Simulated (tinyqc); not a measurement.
Inside a calculation. Method: RKS/B3LYP (VWN-RPA form) in the 6-311g basis, for H2, spin multiplicity 1. One step of it, computed by the program tinyqc.

Question. Iteration 7 (converged): orbitals. Diagonalise F' = X^T F X, C = X C', fill 1 alpha and 1 beta electrons from the bottom; D = 2 C_occ C_occ^T. Each column has its largest component positive (the first on a tie).

converged F (hartree), order 1H 1s, 1H 2s, 1H 3s, 2H 1s, 2H 2s, 2H 3s:
$$\begin{pmatrix}
0.501459 & -0.337459 & -0.337766 & -0.277127 & -0.304749 & -0.281009 \\
-0.337459 & -0.227631 & -0.267913 & -0.304749 & -0.294864 & -0.265475 \\
-0.337766 & -0.267913 & -0.198788 & -0.281009 & -0.265475 & -0.207211 \\
-0.277127 & -0.304749 & -0.281009 & 0.501459 & -0.337459 & -0.337766 \\
-0.304749 & -0.294864 & -0.265475 & -0.337459 & -0.227631 & -0.267913 \\
-0.281009 & -0.265475 & -0.207211 & -0.337766 & -0.267913 & -0.198788
\end{pmatrix}$$

X, order 1H 1s, 1H 2s, 1H 3s, 2H 1s, 2H 2s, 2H 3s:
$$\begin{pmatrix}
1.376306 & -0.755016 & 0.214512 & 0.040836 & -0.008303 & -0.040116 \\
-0.755016 & 2.244485 & -1.076793 & -0.008303 & -0.441763 & 0.297194 \\
0.214512 & -1.076793 & 2.443590 & -0.040116 & 0.297194 & -1.258745 \\
0.040836 & -0.008303 & -0.040116 & 1.376306 & -0.755016 & 0.214512 \\
-0.008303 & -0.441763 & 0.297194 & -0.755016 & 2.244485 & -1.076793 \\
-0.040116 & 0.297194 & -1.258745 & 0.214512 & -1.076793 & 2.443590
\end{pmatrix}$$

Give: F' = X^T F X; orbital energies; coefficients C; D after iteration 7.

Answer.

F' = X^T F X (hartree):
$$\begin{pmatrix}
1.4067 & -1.0707 & 0.0420 & -0.0475 & -0.1317 & -0.0892 \\
-1.0707 & 0.8421 & -0.3357 & -0.1317 & -0.1259 & 0.0114 \\
0.0420 & -0.3357 & 0.1286 & -0.0892 & 0.0114 & -0.1050 \\
-0.0475 & -0.1317 & -0.0892 & 1.4067 & -1.0707 & 0.0420 \\
-0.1317 & -0.1259 & 0.0114 & -1.0707 & 0.8421 & -0.3357 \\
-0.0892 & 0.0114 & -0.1050 & 0.0420 & -0.3357 & 0.1286
\end{pmatrix}$$

orbital energies (hartree): MO1 -0.4031, MO2 0.0182, MO3 0.2083, MO4 0.4059, MO5 2.2316, MO6 2.2939

coefficients C, order 1H 1s, 1H 2s, 1H 3s, 2H 1s, 2H 2s, 2H 3s:
$$\begin{pmatrix}
0.1820 & 0.1225 & -0.0730 & -0.1283 & -1.0823 & -1.1279 \\
0.2915 & 0.2146 & -0.7630 & -1.3364 & 1.7316 & 1.2462 \\
0.1604 & 1.4517 & 0.8661 & 2.0972 & -1.1509 & -0.4951 \\
0.1820 & -0.1225 & -0.0730 & 0.1283 & 1.0823 & -1.1279 \\
0.2915 & -0.2146 & -0.7630 & 1.3364 & -1.7316 & 1.2462 \\
0.1604 & -1.4517 & 0.8661 & -2.0972 & 1.1509 & -0.4951
\end{pmatrix}$$

D after iteration 7, order 1H 1s, 1H 2s, 1H 3s, 2H 1s, 2H 2s, 2H 3s:
$$\begin{pmatrix}
0.0662 & 0.1061 & 0.0584 & 0.0662 & 0.1061 & 0.0584 \\
0.1061 & 0.1699 & 0.0935 & 0.1061 & 0.1699 & 0.0935 \\
0.0584 & 0.0935 & 0.0515 & 0.0584 & 0.0935 & 0.0515 \\
0.0662 & 0.1061 & 0.0584 & 0.0662 & 0.1061 & 0.0584 \\
0.1061 & 0.1699 & 0.0935 & 0.1061 & 0.1699 & 0.0935 \\
0.0584 & 0.0935 & 0.0515 & 0.0584 & 0.0935 & 0.0515
\end{pmatrix}$$
